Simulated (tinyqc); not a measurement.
# From electron level before the anneal back to conduction offset V_c

Model: interdiffusion of a quantum well during annealing: blurred potential and shift of the confined levels. Computed by tinyqc, a small Python program. Command: `OMP_NUM_THREADS=1 python tinyqc.py 3031903 3031904 out.jsonl qwi inv`. One thread of a shared host (Intel(R) Xeon(R) Processor @ 2.30GHz), about 0.02 s of CPU time with the checks.

A square well of width w is blurred by Fick diffusion with a constant coefficient; band offsets are linear in composition, masses are uniform, and strain and excitons are ignored.

Inputs (values chosen for the exercise, modelled on SiGe in silicon (holes and electrons as a model)):
```
quantity            value  unit
well width w          9.2    nm
electron mass m_e   0.196   m_0
hole mass m_h        0.27   m_0
valence offset V_v   0.27    eV
```

Constants: hbar^2/(2 m_0) = 3.80998212 eV angstrom^2.

Method. Square well, ground state: take the lowest root of k tan(k w/2) = kappa, k^2 = E/c, kappa^2 = (V - E)/c, c = hbar^2/(2m) with hbar^2/(2 m_0) in eV angstrom^2.

Question. A run gave the result below. Find the conduction offset V_c, known to lie between 0.02 and 0.054 eV.

electron level before the anneal = 9.265715 meV

Answer.

Each step takes the trial c = (a f_b - b f_a)/(f_b - f_a), f being the result less the target and a, b, c the logarithms of the listed values; c replaces end b, the old b replaces a if the sign of f changed, and otherwise f_a is halved.

Scan of the range:
```
conduction offset V_c (eV)  electron level before the anneal (meV)
0.0200                                                      7.5733
0.0236                                                      8.1572
0.0278                                                      8.7418
0.0329                                                      9.3463
0.0388                                                      9.9386
0.0458                                                     10.5312
0.0540                                                     11.1140
```

False position (Illinois rule, in the logarithm of the input) inside the bracket:
```
step   end a      end b      trial  electron level before the anneal (meV)
1     0.0278  0.0329000  0.0321693                                 9.26563
2     0.0329  0.0321693  0.0321700                                 9.26571
```

Electron level before the anneal rises at every point of a 13-point scan of the range (every second point is shown), so one value fits; it is bracketed by 0.0278 and 0.0329. Answer: conduction offset V_c = 0.03217 eV.

Caution: the well mass is used in the barriers too; a heavier barrier mass would lower these levels.
